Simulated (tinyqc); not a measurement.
Finite line against the semi-infinite law: electromigration in a confined line: Blech product, Korhonen stress evolution and Black's law. Computed by tinyqc, a small Python program. Command: `OMP_NUM_THREADS=1 python tinyqc.py 3003628 3003629 out.jsonl emigr walk`. One thread of a shared host (Intel(R) Xeon(R) Processor @ 2.30GHz), about 0.01 s of CPU time with the checks.

The electron wind pushes atoms from the cathode (x = 0) to the anode (x = L); blocking ends build a back stress (tension positive). The input rho is taken not to change with temperature. d sigma/dt = d/dx [kappa (d sigma/dx + G)], with zero flux at both ends and sigma = sigma_0 at t = 0.

Inputs (values chosen for the exercise, close to those used for copper lines):

| quantity | value | unit |
|---|---|---|
| resistivity rho | 3.01 | micro-ohm cm |
| atomic volume Omega | 11.8 | angstrom^3 |
| effective charge number Z* | 1.5 | - |
| prefactor D0 | 1.9e-08 | m^2/s |
| activation energy E | 0.826 | eV |
| effective modulus B | 23 | GPa |
| critical stress sigma_c | 110 | MPa |
| initial stress sigma_0 | 19 | MPa |
| current density j | 0.58 | MA/cm^2 |
| line length L | 64 | um |
| test temperature T | 220 | C |

Start: thermal stress.

Constants: e = 1.602176634e-19 C; k_B = 8.617333262e-05 eV/K; k_B = 1.380649e-23 J/K.

Method:
- G = Z* e rho j/Omega; D = D0 exp(-E/(k_B T)); kappa = D B Omega/(k_B T); drift velocity of an unconfined line v = D Z* e rho j/(k_B T). SI: 1 micro-ohm cm = 1e-8 ohm m, 1 MA/cm^2 = 1e10 A/m^2.
- Temperatures in kelvin are T(C) + 273.15.
- At steady state sigma(x) = sigma_0 + G (L/2 - x). A void forms only if the cathode stress reaches sigma_c, that is if j L exceeds (j L)_c = 2 Omega (sigma_c - sigma_0)/(Z* e rho). Time scale tau = L^2/kappa.
- sigma(x, t) = sigma_0 + G L [1/2 - x/L - 4 sum_(m odd) cos(m pi x/L) exp(-m^2 pi^2 s)/(m pi)^2], s = t/tau, summed to m = 399.
- Semi-infinite line: sigma(0, t) = sigma_0 + 2 G L sqrt(s/pi). One-term form: keep m = 1 alone.

tau = 415.065 h

stress gradient G = 3.55561 MPa/um

Cathode stress (MPa):

| s | t (h) | full series | semi-infinite | one term |
|---|---|---|---|---|
| 0.002 | 8.3013e-01 | 30.48 | 30.48 | 42.36 |
| 0.005 | 2.0753e+00 | 37.16 | 37.16 | 44.99 |
| 0.01 | 4.1507e+00 | 44.68 | 44.68 | 49.22 |
| 0.02 | 8.3013e+00 | 55.31 | 55.31 | 57.07 |
| 0.05 | 2.0753e+01 | 76.35 | 76.42 | 76.48 |
| 0.1 | 4.1507e+01 | 98.40 | 100.20 | 98.41 |
| 0.2 | 8.3013e+01 | 119.97 | 133.83 | 119.97 |
| 0.4 | 1.6603e+02 | 131.00 | 181.40 | 131.00 |
| 0.8 | 3.3205e+02 | 132.75 | 248.66 | 132.75 |

Among these rows the semi-infinite law holds to 1 % up to s = 0.05 and the one-term form from s = 0.05 on: the far end is felt once sqrt(kappa t) is no longer small against L, and by then the terms with m > 1 have nearly died out. The critical stress 110 MPa is passed between s = 0.1 and 0.2. Caution: rows beyond sigma_c are formal, since a void ends the model there.
